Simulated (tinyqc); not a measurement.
FinFET, parasitic resistance, capacitance and delay: one step of the calculation.

Nf fins under one contact; each has gated perimeter p = 2 Hf + Wf and cross-section A = Hf Wf; contact width Wc = Nf pf, stack height Hs = Hf. Contact length Lc = CPP - Lg - 2 Lsp, shared by two neighbouring gates. Source and drain sides are equal. The formulas are first-order estimates, not field solutions.

Problem. Effective current, delay and energy. Ieff = (IH + IL)/2, delay CL Vdd/(2 Ieff), energy CL Vdd^2, with CL the load of an inverter that drives an equal one.

Values chosen for this exercise: supply voltage Vdd = 0.75 V.

IH = I(Vdd, Vdd/2) = 341.63167 uA
IL = I(Vdd/2, Vdd), solved likewise = 126.17437 uA
CL = 1567.2379 aF

Wanted: Ieff; delay; energy.

Solution.

Ieff = 233.9 uA
delay = 2.513 ps
energy = 881.6 aJ

tinyqc, about 0.05 s, one thread, Intel Xeon 2.30GHz (shared host): `OMP_NUM_THREADS=1 python tinyqc.py 2170142 2170143 out.jsonl`
